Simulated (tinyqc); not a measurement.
From a target level to the width: finite square well with mass mismatch (envelope functions).

Problem. Which width L gives the lowest level below?

A square well of width L and depth V0, mass mw inside and mb outside, energies from the bottom of the well, c = hbar^2/2m0. k = sqrt(mw E/c), kappa = sqrt(mb (V0 - E)/c). psi and psi'/m are continuous at the walls (BenDaniel-Duke), so level n solves k L + 2 atan[(k/mw)/(kappa/mb)] = n pi.

Constants: hbar^2/2m0 = 3.80998211 eV angstrom^2.

Inputs chosen for the exercise (out of a larger set: near those of an InGaAs well in InAlAs; not measured data):
- V0 = 0.514 eV (barrier height)
- mw = 0.0401 m0 (mass in the well)
- mb = 0.0783 m0 (mass in the barrier)

E1 = 0.163461 eV

Find: k; kappa; the arctangent; L.

Solution. E1 fixes k and kappa, so L = (pi - 2 atan[(k/mw)/(kappa/mb)])/k.

k = 0.04148 1/angstrom
kappa = 0.08488 1/angstrom
the arctangent = 0.7620 rad
L = 39 angstrom

Program tinyqc; command `OMP_NUM_THREADS=1 python tinyqc.py 1281161 1281162 out.jsonl`; about 0.01 s on one thread of a shared Intel(R) Xeon(R) Processor @ 2.30GHz.
